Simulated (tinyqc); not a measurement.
Strained Delta valleys, repopulation and conductivity mass: one step of the calculation.

A cubic crystal with three pairs of conduction valleys along x, y and z under uniaxial stress X along [001] (X > 0 is tension); current along [110]. Non-degenerate electrons, fixed total density, one relaxation time for all valleys and stresses, masses unchanged by strain, so the mobility goes as the mean inverse mass.

Task. Valley shifts and shares. Valley shift dE = Xu (n.e.n - trace(e)/3) with n the valley axis; share f proportional to exp(-dE/Vt).

Parameters, values chosen for the exercise:
- T = 293 K (temperature)
- Xu = 8.84 eV (shear deformation potential)

Constants: q = 1.602176634e-19 C, kB = 1.380649e-23 J/K, Vt = kB T/q. Results are converted to the units shown.

strain (%):
```
            x           y            z
x  0.15336000  0.00000000   0.00000000
y  0.00000000  0.15336000   0.00000000
z  0.00000000  0.00000000  -0.56304000
```

Find: dE; share f.

Result.

```
valley  dE (meV)  share f
x         21.110  0.07001
y         21.110  0.07001
z        -42.220  0.85998
```

The splitting is 63.3 meV, 2.5 Vt.

tinyqc, about 0.01 s, one thread, Intel Xeon 2.30GHz (shared host): `OMP_NUM_THREADS=1 python tinyqc.py 2530055 2530056 out.jsonl`
